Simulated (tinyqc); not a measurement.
Worked calculation (part 1 of 3): CCSD on RHF in the 6-31g basis, for H4, spin multiplicity 1. Computed by tinyqc, a small Python program that keeps every step (integrals from PySCF). Settings: charge = 0, multiplicity = 1, basis = 6-31g, method = RHF, energy threshold = 1e-10, iteration cap = 84, orthogonalisation = symmetric, start = atomic densities, DIIS depth = 6, amplitude equations = CCSD, DIIS depth for amplitudes = 6, cap on updates = 75. Command: `OMP_NUM_THREADS=1 python tinyqc.py 23429 23430 out.jsonl` (the two numbers bound the seeds that draw the settings). One thread of a shared host (Intel(R) Xeon(R) Processor @ 2.60GHz), about 0.4 s of CPU time with the checks. The early iterations of the SCF are left out here.

## One-electron integrals

Geometry (angstrom):
```
atom         x         y         z
H     0.000000  0.000000  0.000000
H     0.000000  0.000000  0.882000
H     0.000000  0.000000  1.850000
H     0.000000  0.000000  2.731000
```

Basis 6-31g: exponents (1/bohr^2) and contraction coefficients of normalised primitives:
```
element  l (shell)   exponent  coefficient
H            s (1)  18.731137     0.033495
H            s (1)   2.825394     0.234727
H            s (1)   0.640122     0.813757
H            s (2)   0.161278     1.000000
```

Overlap, kinetic and nuclear-attraction integrals over the contracted functions; the nuclear repulsion is the sum of Za Zb / Rab.

nuclear repulsion = 2.51330501 hartree

overlap S, order 1H 1s, 1H 2s, 2H 1s, 2H 2s, 3H 1s, 3H 2s, 4H 1s, 4H 2s:
```
[[1.000000, 0.658292, 0.336641, 0.456918, 0.013697, 0.132451, 0.000132, 0.020167],
 [0.658292, 1.000000, 0.456918, 0.799302, 0.132451, 0.373228, 0.020167, 0.116745],
 [0.336641, 0.456918, 1.000000, 0.658292, 0.274436, 0.424061, 0.013756, 0.132680],
 [0.456918, 0.799302, 0.658292, 1.000000, 0.424061, 0.763508, 0.132680, 0.373626],
 [0.013697, 0.132451, 0.274436, 0.424061, 1.000000, 0.658292, 0.337410, 0.457296],
 [0.132451, 0.373228, 0.424061, 0.763508, 0.658292, 1.000000, 0.457296, 0.799708],
 [0.000132, 0.020167, 0.013756, 0.132680, 0.337410, 0.457296, 1.000000, 0.658292],
 [0.020167, 0.116745, 0.132680, 0.373626, 0.457296, 0.799708, 0.658292, 1.000000]]
```

kinetic energy T (hartree), order 1H 1s, 1H 2s, 2H 1s, 2H 2s, 3H 1s, 3H 2s, 4H 1s, 4H 2s:
```
[[1.395678, 0.259735, 0.101367, 0.136120, -0.022755, -0.003606, -0.000594, -0.010397],
 [0.259735, 0.241917, 0.136120, 0.164487, -0.003606, 0.030966, -0.010397, -0.012196],
 [0.101367, 0.136120, 1.395678, 0.259735, 0.045042, 0.117975, -0.022819, -0.003552],
 [0.136120, 0.164487, 0.259735, 0.241917, 0.117975, 0.151479, -0.003552, 0.031063],
 [-0.022755, -0.003606, 0.045042, 0.117975, 1.395678, 0.259735, 0.102121, 0.136333],
 [-0.003606, 0.030966, 0.117975, 0.151479, 0.259735, 0.241917, 0.136333, 0.164636],
 [-0.000594, -0.010397, -0.022819, -0.003552, 0.102121, 0.136333, 1.395678, 0.259735],
 [-0.010397, -0.012196, -0.003552, 0.031063, 0.136333, 0.164636, 0.259735, 0.241917]]
```

nuclear attraction V (hartree), order 1H 1s, 1H 2s, 2H 1s, 2H 2s, 3H 1s, 3H 2s, 4H 1s, 4H 2s:
```
[[-2.729971, -1.440903, -0.914638, -1.046168, -0.037191, -0.312074, -0.000349, -0.048249],
 [-1.440903, -1.610806, -1.141528, -1.427904, -0.332283, -0.706274, -0.048267, -0.224225],
 [-0.914638, -1.141528, -3.081791, -1.666749, -0.763803, -1.073527, -0.037358, -0.332848],
 [-1.046168, -1.427904, -1.666749, -1.886363, -1.073632, -1.466419, -0.312726, -0.707091],
 [-0.037191, -0.332283, -0.763803, -1.073632, -3.082286, -1.667010, -0.917175, -1.142730],
 [-0.312074, -0.706274, -1.073527, -1.466419, -1.667010, -1.886476, -1.047369, -1.428825],
 [-0.000349, -0.048267, -0.037358, -0.312726, -0.917175, -1.047369, -2.730776, -1.441367],
 [-0.048249, -0.224225, -0.332848, -0.707091, -1.142730, -1.428825, -1.441367, -1.611214]]
```

core Hamiltonian H = T + V (hartree), order 1H 1s, 1H 2s, 2H 1s, 2H 2s, 3H 1s, 3H 2s, 4H 1s, 4H 2s:
```
[[-1.334293, -1.181168, -0.813271, -0.910048, -0.059946, -0.315680, -0.000943, -0.058647],
 [-1.181168, -1.368889, -1.005408, -1.263417, -0.335889, -0.675308, -0.058664, -0.236421],
 [-0.813271, -1.005408, -1.686113, -1.407014, -0.718761, -0.955552, -0.060177, -0.336400],
 [-0.910048, -1.263417, -1.407014, -1.644446, -0.955657, -1.314940, -0.316278, -0.676028],
 [-0.059946, -0.335889, -0.718761, -0.955657, -1.686608, -1.407274, -0.815054, -1.006398],
 [-0.315680, -0.675308, -0.955552, -1.314940, -1.407274, -1.644560, -0.911036, -1.264190],
 [-0.000943, -0.058664, -0.060177, -0.316278, -0.815054, -0.911036, -1.335098, -1.181632],
 [-0.058647, -0.236421, -0.336400, -0.676028, -1.006398, -1.264190, -1.181632, -1.369297]]
```

## Two-electron integrals

Functions are numbered as in S; the eight-fold symmetry (ij|kl) = (ji|kl) = (kl|ij) leaves the list below.

Two-electron integrals (ij|kl) in chemists' order, unique and non-zero (hartree):
```
(11|11) 1.076566   (21|11) 0.578470   (21|21) 0.329423   (22|11) 0.587396
(22|21) 0.361304   (22|22) 0.453150   (31|11) 0.286039   (31|21) 0.164876
(31|22) 0.183359   (31|31) 0.107204   (32|11) 0.286019   (32|21) 0.175954
(32|22) 0.218043   (32|31) 0.121882   (32|32) 0.157636   (33|11) 0.578711
(33|21) 0.364983   (33|22) 0.467834   (33|31) 0.286039   (33|32) 0.393172
(33|33) 1.076566   (41|11) 0.393172   (41|21) 0.224988   (41|22) 0.248661
(41|31) 0.121882   (41|32) 0.133362   (41|33) 0.286019   (41|41) 0.157636
(42|11) 0.441551   (42|21) 0.273659   (42|22) 0.349123   (42|31) 0.155373
(42|32) 0.195764   (42|33) 0.441551   (42|41) 0.195764   (42|42) 0.289511
(43|11) 0.364983   (43|21) 0.229071   (43|22) 0.295404   (43|31) 0.164876
(43|32) 0.224988   (43|33) 0.578470   (43|41) 0.175954   (43|42) 0.273659
(43|43) 0.329423   (44|11) 0.467834   (44|21) 0.295404   (44|22) 0.393680
(44|31) 0.183359   (44|32) 0.248661   (44|33) 0.587396   (44|41) 0.218043
(44|42) 0.349123   (44|43) 0.361304   (44|44) 0.453150   (51|11) 0.007615
(51|21) 0.004794   (51|22) 0.006199   (51|31) 0.003608   (51|32) 0.005000
(51|33) 0.013234   (51|41) 0.003727   (51|42) 0.005844   (51|43) 0.007393
(51|44) 0.007829   (51|51) 0.000168   (52|11) 0.046611   (52|21) 0.030481
(52|22) 0.044226   (52|31) 0.021522   (52|32) 0.033996   (52|33) 0.088505
(52|41) 0.023461   (52|42) 0.043764   (52|43) 0.053760   (52|44) 0.065143
(52|51) 0.001210   (52|52) 0.012998   (53|11) 0.107049   (53|21) 0.069949
(53|22) 0.100100   (53|31) 0.052084   (53|32) 0.082691   (53|33) 0.225416
(53|41) 0.054521   (53|42) 0.099837   (53|43) 0.130993   (53|44) 0.147535
(53|51) 0.003008   (53|52) 0.029432   (53|53) 0.070447   (54|11) 0.134274
(54|21) 0.088133   (54|22) 0.130203   (54|31) 0.060848   (54|32) 0.097710
(54|33) 0.251770   (54|41) 0.067457   (54|42) 0.129567   (54|43) 0.156259
(54|44) 0.197115   (54|51) 0.003496   (54|52) 0.041401   (54|53) 0.090894
(54|54) 0.135602   (55|11) 0.286032   (55|21) 0.188238   (55|22) 0.283079
(55|31) 0.127221   (55|32) 0.209048   (55|33) 0.534682   (55|41) 0.143296
(55|42) 0.285030   (55|43) 0.341048   (55|44) 0.449049   (55|51) 0.007615
(55|52) 0.106289   (55|53) 0.225416   (55|54) 0.363344   (55|55) 1.076566
(61|11) 0.106289   (61|21) 0.061785   (61|22) 0.070032   (61|31) 0.036503
(61|32) 0.041726   (61|33) 0.093598   (61|41) 0.044515   (61|42) 0.057626
(61|43) 0.056250   (61|44) 0.066839   (61|51) 0.001210   (61|52) 0.007679
(61|53) 0.018112   (61|54) 0.022003   (61|55) 0.046611   (61|61) 0.012998
(62|11) 0.171111   (62|21) 0.108268   (62|22) 0.145015   (62|31) 0.067645
(62|32) 0.092406   (62|33) 0.219101   (62|41) 0.080103   (62|42) 0.129344
(62|43) 0.134778   (62|44) 0.169068   (62|51) 0.002923   (62|52) 0.024637
(62|53) 0.055704   (62|54) 0.074771   (62|55) 0.171111   (62|61) 0.024637
(62|62) 0.063123   (63|11) 0.204907   (63|21) 0.130942   (63|22) 0.176020
(63|31) 0.096027   (63|32) 0.138399   (63|33) 0.363344   (63|41) 0.101358
(63|42) 0.167666   (63|43) 0.208123   (63|44) 0.230379   (63|51) 0.004702
(63|52) 0.037616   (63|53) 0.090894   (63|54) 0.111477   (63|55) 0.251770
(63|61) 0.032932   (63|62) 0.086301   (63|63) 0.135602   (64|11) 0.278641
(64|21) 0.179820   (64|22) 0.253590   (64|31) 0.117072   (64|32) 0.171082
(64|33) 0.416675   (64|41) 0.135118   (64|42) 0.237117   (64|43) 0.258619
(64|44) 0.331034   (64|51) 0.005646   (64|52) 0.054887   (64|53) 0.120769
(64|54) 0.172737   (64|55) 0.416675   (64|61) 0.042622   (64|62) 0.124467
(64|63) 0.172737   (64|64) 0.264161   (65|11) 0.188238   (65|21) 0.123783
(65|22) 0.185174   (65|31) 0.083267   (65|32) 0.134393   (65|33) 0.341048
(65|41) 0.094078   (65|42) 0.184240   (65|43) 0.216097   (65|44) 0.284717
(65|51) 0.004794   (65|52) 0.061785   (65|53) 0.130993   (65|54) 0.208123
(65|55) 0.578470   (65|61) 0.030481   (65|62) 0.108268   (65|63) 0.156259
(65|64) 0.258619   (65|65) 0.329423   (66|11) 0.283079   (66|21) 0.185174
(66|22) 0.272573   (66|31) 0.120046   (66|32) 0.183550   (66|33) 0.449049
(66|41) 0.139178   (66|42) 0.261024   (66|43) 0.284717   (66|44) 0.383299
(66|51) 0.006199   (66|52) 0.070032   (66|53) 0.147535   (66|54) 0.230379
(66|55) 0.587396   (66|61) 0.044226   (66|62) 0.145015   (66|63) 0.197115
(66|64) 0.331034   (66|65) 0.361304   (66|66) 0.453150   (71|11) 0.000051
(71|21) 0.000033   (71|22) 0.000048   (71|31) 0.000025   (71|32) 0.000039
(71|33) 0.000105   (71|41) 0.000026   (71|42) 0.000048   (71|43) 0.000062
(71|44) 0.000070   (71|51) 1.42e-06   (71|52) 0.000014   (71|53) 0.000033
(71|54) 0.000043   (71|55) 0.000105   (71|61) 0.000009   (71|62) 0.000027
(71|63) 0.000043   (71|64) 0.000058   (71|65) 0.000062   (71|66) 0.000070
(71|71) 1.56e-08   (72|11) 0.004844   (72|21) 0.003188   (72|22) 0.004820
(72|31) 0.002048   (72|32) 0.003254   (72|33) 0.008003   (72|41) 0.002391
(72|42) 0.004725   (72|43) 0.005197   (72|44) 0.007347   (72|51) 0.000113
(72|52) 0.001569   (72|53) 0.003134   (72|54) 0.005499   (72|55) 0.015587
(72|61) 0.000762   (72|62) 0.002800   (72|63) 0.003765   (72|64) 0.006980
(72|65) 0.009191   (72|66) 0.010577   (72|71) 1.48e-06   (72|72) 0.000296
(73|11) 0.004045   (73|21) 0.002661   (73|22) 0.003982   (73|31) 0.001816
(73|32) 0.002970   (73|33) 0.007651   (73|41) 0.002030   (73|42) 0.003997
(73|43) 0.004816   (73|44) 0.006228   (73|51) 0.000108   (73|52) 0.001405
(73|53) 0.003022   (73|54) 0.004722   (73|55) 0.013291   (73|61) 0.000662
(73|62) 0.002369   (73|63) 0.003512   (73|64) 0.005671   (73|65) 0.007424
(73|66) 0.007862   (73|71) 1.42e-06   (73|72) 0.000201   (73|73) 0.000169
(74|11) 0.029496   (74|21) 0.019416   (74|22) 0.029428   (74|31) 0.012238
(74|32) 0.019242   (74|33) 0.046716   (74|41) 0.014475   (74|42) 0.028568
(74|43) 0.030549   (74|44) 0.044320   (74|51) 0.000660   (74|52) 0.009288
(74|53) 0.018154   (74|54) 0.033005   (74|55) 0.093807   (74|61) 0.004581
(74|62) 0.016900   (74|63) 0.022052   (74|64) 0.042711   (74|65) 0.056371
(74|66) 0.066970   (74|71) 0.000009   (74|72) 0.001934   (74|73) 0.001217
(74|74) 0.013043   (75|11) 0.078180   (75|21) 0.051465   (75|22) 0.078031
(75|31) 0.032796   (75|32) 0.052125   (75|33) 0.127555   (75|41) 0.038499
(75|42) 0.076549   (75|43) 0.083485   (75|44) 0.120352   (75|51) 0.001812
(75|52) 0.026793   (75|53) 0.052225   (75|54) 0.096280   (75|55) 0.286804
(75|61) 0.012242   (75|62) 0.045951   (75|63) 0.061009   (75|64) 0.117368
(75|65) 0.165301   (75|66) 0.183805   (75|71) 0.000025   (75|72) 0.005532
(75|73) 0.003632   (75|74) 0.036653   (75|75) 0.107709   (76|11) 0.094270
(76|21) 0.062057   (76|22) 0.094179   (76|31) 0.038449   (76|32) 0.059766
(76|33) 0.143483   (76|41) 0.046017   (76|42) 0.090421   (76|43) 0.094200
(76|44) 0.139349   (76|51) 0.002024   (76|52) 0.028337   (76|53) 0.054598
(76|54) 0.101497   (76|55) 0.286430   (76|61) 0.014462   (76|62) 0.053129
(76|63) 0.067546   (76|64) 0.135283   (76|65) 0.176188   (76|66) 0.218287
(76|71) 0.000026   (76|72) 0.006415   (76|73) 0.003747   (76|74) 0.044630
(76|75) 0.122282   (76|76) 0.157900   (77|11) 0.193767   (77|21) 0.127555
(77|22) 0.193735   (77|31) 0.078020   (77|32) 0.120179   (77|33) 0.286187
(77|41) 0.094199   (77|42) 0.184420   (77|43) 0.188340   (77|44) 0.283220
(77|51) 0.004029   (77|52) 0.056486   (77|53) 0.107127   (77|54) 0.205068
(77|55) 0.579252   (77|61) 0.029448   (77|62) 0.108013   (77|63) 0.134353
(77|64) 0.278791   (77|65) 0.365271   (77|66) 0.468051   (77|71) 0.000051
(77|72) 0.014628   (77|73) 0.007651   (77|74) 0.106483   (77|75) 0.286804
(77|76) 0.393516   (77|77) 1.076566   (81|11) 0.014628   (81|21) 0.008689
(81|22) 0.010208   (81|31) 0.005520   (81|32) 0.006648   (81|33) 0.015580
(81|41) 0.006410   (81|42) 0.008747   (81|43) 0.009188   (81|44) 0.010574
(81|51) 0.000200   (81|52) 0.001312   (81|53) 0.003132   (81|54) 0.003763
(81|55) 0.007998   (81|61) 0.001930   (81|62) 0.003912   (81|63) 0.005497
(81|64) 0.006977   (81|65) 0.005194   (81|66) 0.007344   (81|71) 1.48e-06
(81|72) 0.000128   (81|73) 0.000114   (81|74) 0.000763   (81|75) 0.002052
(81|76) 0.002393   (81|77) 0.004844   (81|81) 0.000296   (82|11) 0.042617
(82|21) 0.027503   (82|22) 0.038783   (82|31) 0.017905   (82|32) 0.026164
(82|33) 0.063722   (82|41) 0.020665   (82|42) 0.036262   (82|43) 0.039550
(82|44) 0.050622   (82|51) 0.000863   (82|52) 0.008392   (82|53) 0.018466
(82|54) 0.026410   (82|55) 0.063703   (82|61) 0.006519   (82|62) 0.019033
(82|63) 0.026415   (82|64) 0.040392   (82|65) 0.039539   (82|66) 0.050613
(82|71) 0.000009   (82|72) 0.001067   (82|73) 0.000867   (82|74) 0.006529
(82|75) 0.017942   (82|76) 0.020681   (82|77) 0.042617   (82|81) 0.001067
(82|82) 0.006176   (83|11) 0.056550   (83|21) 0.036574   (83|22) 0.050845
(83|31) 0.026772   (83|32) 0.040268   (83|33) 0.106483   (83|41) 0.028350
(83|42) 0.049377   (83|43) 0.061897   (83|44) 0.070156   (83|51) 0.001401
(83|52) 0.012416   (83|53) 0.029482   (83|54) 0.037678   (83|55) 0.088647
(83|61) 0.009285   (83|62) 0.026380   (83|63) 0.041474   (83|64) 0.054981
(83|65) 0.053848   (83|66) 0.065252   (83|71) 0.000014   (83|72) 0.001315
(83|73) 0.001217   (83|74) 0.007709   (83|75) 0.021613   (83|76) 0.023530
(83|77) 0.046716   (83|81) 0.001571   (83|82) 0.008407   (83|83) 0.013043
(84|11) 0.108101   (84|21) 0.070657   (84|22) 0.103698   (84|31) 0.045895
(84|32) 0.069996   (84|33) 0.171334   (84|41) 0.053133   (84|42) 0.099209
(84|43) 0.108406   (84|44) 0.145192   (84|51) 0.002362   (84|52) 0.026364
(84|53) 0.055770   (84|54) 0.086396   (84|55) 0.219332   (84|61) 0.016886
(84|62) 0.054906   (84|63) 0.074865   (84|64) 0.124610   (84|65) 0.134920
(84|66) 0.169247   (84|71) 0.000027   (84|72) 0.003917   (84|73) 0.002939
(84|74) 0.024709   (84|75) 0.067873   (84|76) 0.080264   (84|77) 0.171334
(84|81) 0.002803   (84|82) 0.019052   (84|83) 0.024709   (84|84) 0.063258
(85|11) 0.120230   (85|21) 0.079115   (85|22) 0.119157   (85|31) 0.052040
(85|32) 0.083682   (85|33) 0.209251   (85|41) 0.059746   (85|42) 0.118013
(85|43) 0.134521   (85|44) 0.183718   (85|51) 0.002959   (85|52) 0.040232
(85|53) 0.082769   (85|54) 0.138522   (85|55) 0.393516   (85|61) 0.019218
(85|62) 0.069969   (85|63) 0.097803   (85|64) 0.171234   (85|65) 0.225183
(85|66) 0.248871   (85|71) 0.000039   (85|72) 0.006655   (85|73) 0.005026
(85|74) 0.041843   (85|75) 0.122282   (85|76) 0.133628   (85|77) 0.286430
(85|81) 0.003255   (85|82) 0.026179   (85|83) 0.034082   (85|84) 0.092578
(85|85) 0.157900   (86|11) 0.184474   (86|21) 0.121252   (86|22) 0.182178
(86|31) 0.076413   (86|32) 0.117994   (86|33) 0.285252   (86|41) 0.090379
(86|42) 0.174267   (86|43) 0.184380   (86|44) 0.261208   (86|51) 0.003982
(86|52) 0.049322   (86|53) 0.099910   (86|54) 0.167778   (86|55) 0.441835
(86|61) 0.028529   (86|62) 0.099154   (86|63) 0.129665   (86|64) 0.237275
(86|65) 0.273831   (86|66) 0.349329   (86|71) 0.000048   (86|72) 0.008752
(86|73) 0.005872   (86|74) 0.057757   (86|75) 0.155810   (86|76) 0.196036
(86|77) 0.441835   (86|81) 0.004726   (86|82) 0.036275   (86|83) 0.043868
(86|84) 0.129547   (86|85) 0.196036   (86|86) 0.289805   (87|11) 0.127555
(87|21) 0.083968   (87|22) 0.127501   (87|31) 0.051359   (87|32) 0.079082
(87|33) 0.188340   (87|41) 0.062010   (87|42) 0.121216   (87|43) 0.123849
(87|44) 0.185263   (87|51) 0.002650   (87|52) 0.036531   (87|53) 0.069997
(87|54) 0.131032   (87|55) 0.365271   (87|61) 0.019384   (87|62) 0.070598
(87|63) 0.088184   (87|64) 0.179910   (87|65) 0.229225   (87|66) 0.295527
(87|71) 0.000033   (87|72) 0.008689   (87|73) 0.004816   (87|74) 0.061897
(87|75) 0.165301   (87|76) 0.225183   (87|77) 0.578470   (87|81) 0.003188
(87|82) 0.027503   (87|83) 0.030549   (87|84) 0.108406   (87|85) 0.176188
(87|86) 0.273831   (87|87) 0.329423   (88|11) 0.193735   (88|21) 0.127501
(88|22) 0.193112   (88|31) 0.077870   (88|32) 0.119104   (88|33) 0.283220
(88|41) 0.094108   (88|42) 0.182122   (88|43) 0.185263   (88|44) 0.272686
(88|51) 0.003966   (88|52) 0.050777   (88|53) 0.100153   (88|54) 0.176101
(88|55) 0.468051   (88|61) 0.029380   (88|62) 0.103609   (88|63) 0.130268
(88|64) 0.253689   (88|65) 0.295527   (88|66) 0.393798   (88|71) 0.000048
(88|72) 0.010208   (88|73) 0.006228   (88|74) 0.070156   (88|75) 0.183805
(88|76) 0.248871   (88|77) 0.587396   (88|81) 0.004820   (88|82) 0.038783
(88|83) 0.044320   (88|84) 0.145192   (88|85) 0.218287   (88|86) 0.349329
(88|87) 0.361304   (88|88) 0.453150
```

## Orthogonalisation

S = U s U^T; symmetric (Loewdin) form X = U s^(-1/2) U^T, so that X^T S X = 1.

eigenvalues of S: [0.017361, 0.117941, 0.325385, 0.477012, 0.529220, 0.866442, 1.973213, 3.693426]

X, order 1H 1s, 1H 2s, 2H 1s, 2H 2s, 3H 1s, 3H 2s, 4H 1s, 4H 2s:
```
[[1.273985, -0.465399, -0.103707, -0.063472, 0.017449, 0.137855, -0.019379, -0.043007],
 [-0.465399, 2.117249, 0.122630, -1.614558, 0.019187, 0.718383, -0.043006, -0.191011],
 [-0.103707, 0.122630, 1.298117, -0.651592, -0.071372, 0.092910, 0.017538, 0.019131],
 [-0.063472, -1.614558, -0.651592, 3.999648, 0.092879, -2.455551, 0.137905, 0.718925],
 [0.017449, 0.019187, -0.071372, 0.092879, 1.298234, -0.651673, -0.104249, 0.122879],
 [0.137855, 0.718383, 0.092910, -2.455551, -0.651673, 4.002862, -0.063486, -1.617186],
 [-0.019379, -0.043006, 0.017538, 0.137905, -0.104249, -0.063486, 1.274134, -0.465330],
 [-0.043007, -0.191011, 0.019131, 0.718925, 0.122879, -1.617186, -0.465330, 2.119163]]
```
